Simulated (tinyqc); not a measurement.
Inside a calculation. Method: Hubbard chain of 4 sites. One step of it, computed by the program tinyqc.

Problem. Mean-field iteration 2. H(up) = T + U n(down), H(down) = T + U n(up); fill the lowest levels; n(new) = n + mixing (n(out) - n); E = tr T (rho up + rho down) + U sum n_up n_down of the output.

one-body matrix (hopping and site energies) (eV), lower triangle:
```
           1          2          3         4
1   0.000000
2  -1.770000   0.000000
3   0.000000  -1.770000   0.000000
4   0.000000   0.000000  -1.770000  0.000000
```

U = 4.700000 eV

electrons, up and down: 2  2

mixing = 0.200000

n(up) after iteration 1: 1 0.557458, 2 0.448277, 3 0.551723, 4 0.442542

n(down) after iteration 1: 1 0.442542, 2 0.551723, 3 0.448277, 4 0.557458

Give: levels, up; levels, down; energy; n(up) after iteration 2; n(down) after iteration 2.

Solution.

levels, up (eV): -0.5249  1.2251  3.4749  5.2249

levels, down (eV): -0.5249  1.2251  3.4749  5.2249

energy = -3.2592 eV

n(up) after iteration 2: 1 0.5653, 2 0.4459, 3 0.5541, 4 0.4347

n(down) after iteration 2: 1 0.4347, 2 0.5541, 3 0.4459, 4 0.5653
